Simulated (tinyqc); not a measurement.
Worked calculation: polytypes by hexagonality, and a cubic inclusion as a quantum well. Values are carried at full precision from step to step, so a last printed digit may differ when a step is redone from the rounded ones.

A layer is h if its two neighbours in the periodic sequence sit on the same site, k otherwise; the hexagonality h is the share of h layers.

Constants: hbar^2/2m0 = 3.80998211 eV angstrom^2.

Parameters, chosen for this exercise (of the order of those of InP; not measured data): E3 = 1.42 eV (gap of the cubic polytype); E2 = 1.496 eV (gap of 2H); Ev2 = 0.047 eV (valence top of 2H above that of 3C); P2 = -0.002 C/m^2 (spontaneous polarisation of 2H); m = (0.076, 0.083) m0 (electron mass along c in the cubic layer and in the host); d = 3.388 angstrom (thickness of a double layer); eps = 12.7 (dielectric constant); N = 6 (double layers in the cubic inclusion).

## Hexagonality

Stacking sequences:

| polytype | sequence |
|---|---|
| 3C | ABC |
| 9R | ABCBCACAB |
| 4H | ABCB |
| 2H | AB |
| 8H | ABCABACB |

Give the h/k string and h of each.

Hexagonality:

| polytype | h/k string | h |
|---|---|---|
| 3C | kkk | 0.0000 |
| 9R | hkhhkhhkh | 0.6667 |
| 4H | hkhk | 0.5000 |
| 2H | hh | 1.0000 |
| 8H | hkkkhkkk | 0.2500 |

## Gaps and band edges

Gap: E3 + (E2 - E3) h. Valence top Ev2 h and polarisation P2 h, both counted from 3C; Ec = Ev + gap.

Evaluate for each polytype.

Results:

| polytype | gap (eV) | Ev (eV) | Ec (eV) | P (C/m^2) |
|---|---|---|---|---|
| 3C | 1.4200 | 0.0000 | 1.4200 | 0.00000 |
| 9R | 1.4707 | 0.0313 | 1.5020 | -0.00133 |
| 4H | 1.4580 | 0.0235 | 1.4815 | -0.00100 |
| 2H | 1.4960 | 0.0470 | 1.5430 | -0.00200 |
| 8H | 1.4390 | 0.0118 | 1.4507 | -0.00050 |

The widest gap is that of 2H, the narrowest that of 3C. Ev and Ec both rise with h, so 3C collects electrons and the more hexagonal side holes: a staggered line-up.

## The bound level without the field

A cubic inclusion of width L = N d in the host (h = 1) is a well of depth V = Ec(host) - Ec(3C). Square well with mass mismatch: k tan(k L/2) = (m_w/m_b) q, k = sqrt(m_w E/c), q = sqrt(m_b (V - E)/c), c = hbar^2/2m0, lowest root. The depth of the level, V - E, is its binding, and the transition to the valence top of the host is gap(host) - (V - E). The step in polarisation gives a field |F| = |P|/(eps eps0) in a thin inclusion, eps0 = 8.8541878e-12 F/m.

Give V, L, the level E, its depth below the host conduction edge and the transition to the valence top of the host, gap(host) - (V - E).

V = 0.1230 eV
L = 20.328 angstrom
E above the bottom = 0.0981 eV
depth below the host edge = 0.0249 eV
transition = 1.4711 eV

The level keeps 20 % of the well depth. The transition lies above the gap of 3C itself (1.42 eV).

## The polarisation field

Give |F|, the drop |F| L, the bound charge |P|/e per cm^2 (e = 1.602176634e-19 C), and, as a first estimate, the shift -|F| L/2 of the transition for an electron centred in the layer and a hole in the host on the high side.

|F| = 0.178 MV/cm
drop = 36.2 meV
bound charge = 1.25e+12 cm^-2
estimated shift = -18.1 meV

The drop is 29 % of the well depth. The host edge on the low side sinks by 18 meV against the centre, less than the 25 meV by which the flat well binds.

## Checks

- Square-well root against finite differences on a grid of 0.5 angstrom (eV): both 0.098.

Program tinyqc; command `OMP_NUM_THREADS=1 python tinyqc.py 1880875 1880876 out.jsonl`; about 0.08 s on one thread of a shared Intel(R) Xeon(R) Processor @ 2.30GHz.
